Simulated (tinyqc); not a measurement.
Carbon nanotube by zone folding, step by step. Values are carried at full precision from step to step, so a last printed digit may differ when a step is redone from the rounded ones.

Circumference C = n a1 + m a2, a = sqrt3 acc; d = a sqrt(n^2 + nm + m^2)/pi; tan(theta) = sqrt3 m/(2n + m); dR = gcd(2n + m, 2m + n); T = t1 a1 + t2 a2 with t1 = (2m + n)/dR, t2 = -(2n + m)/dR, |T| = sqrt3 pi d/dR; N = 2 (n^2 + nm + m^2)/dR hexagons a cell. On cutting line mu = 0 to N - 1 at x = k|T|/(2 pi) the phases are p1 = 2 pi (-t2 mu + m x)/N, p2 = 2 pi (t1 mu - n x)/N, and E = -/+ t |1 + exp(i p1) + exp(i p2)|.

Constants: hbar^2/2m0 = 3.80998211 eV angstrom^2.

Inputs chosen for the exercise (near those used for carbon; not measured data): n = 5 (chiral index); m = 1 (chiral index); acc = 1.42 angstrom (bond length); t = 2.64 eV (hopping); mu = 41 (cutting line); x = -0.33 (position on the line).

## Geometry

Form d, theta, dR, t1, t2, N and |T|, and (n - m) mod 3.

d = 4.359 angstrom
theta = 8.95 degrees

dR, t1, t2, N: 1  7  -11  62

|T| = 23.719 angstrom
(n - m) mod 3 = 1

The nearest line misses K by a third of the spacing 2/d: semiconducting in zone folding; chiral, 124 atoms a cell. Below about 8 angstrom curvature mixes sigma and pi states and zone folding fails.

## One point of one line

Form the phases and the energy.

p1, p2 (rad): 45.67166  29.25228

E of the upper band = 0.9559 eV

## Band edges

The three lowest distinct minima of E along the lines, doubled (the transition between mirror bands), against the cone: 2 t acc j/d with j = 1, 2, 4 for semiconducting and 0, 3, 3 for metallic tubes.

Transitions (eV):
```
order,zone folding,cone
1,1.6236,1.7201
2,3.6104,3.4401
3,4.8489,6.8802
```

Trigonal warping puts the first transition -5.6 % and the second +5.0 % from the cone; the two lines lie on opposite sides of K, where the contours bend oppositely. Measured optical lines also hold self-energy and exciton terms.

## Mass at the first band edge

Cone estimate: E^2 = (Eg/2)^2 + (hbar v k)^2, hbar v = 3 t acc/2, Eg = 2 t acc/d, so m/m0 = c Eg/(hbar v)^2, c = hbar^2/2m0.

hbar v = 5.6232 eV angstrom
Eg = 1.7201 eV
mass = 0.2073 m0

Computed by tinyqc, a small Python program: `OMP_NUM_THREADS=1 python tinyqc.py 1481888 1481889 out.jsonl` (the numbers bound the seed that draws the inputs); one thread of a shared host (Intel(R) Xeon(R) Processor @ 2.30GHz), about 0.02 s for the whole set of steps.
